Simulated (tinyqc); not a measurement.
Stress in a transistor channel from embedded alloy regions, liners and fins, by half-space elasticity: one step, computed by the program tinyqc.

Plane strain in an isotropic half-space, the same constants everywhere; x along the channel from its centre, y downwards from the free surface; stress is positive in tension.

Question. Misfit and the pressure on the side walls. Misfit e = beta x. A fully constrained inclusion holds the stress -p with p = E e/(1 - 2 nu); a blanket film would hold -E e/(1 - nu) in the plane.

Inputs (values chosen for the exercise, modelled on silicon):
```
quantity                          value  unit
alloy fraction x                   0.25     -
lattice change per unit x, beta  0.0416     -
Young's modulus E                   164   GPa
Poisson ratio nu                   0.22     -
```

Stressor: Si(1-x)Ge(x) source and drain.

Give: misfit e; p; stress of a blanket film.

Answer.

misfit e = 0.0104

p = 3.046 GPa

stress of a blanket film = -2.187 GPa
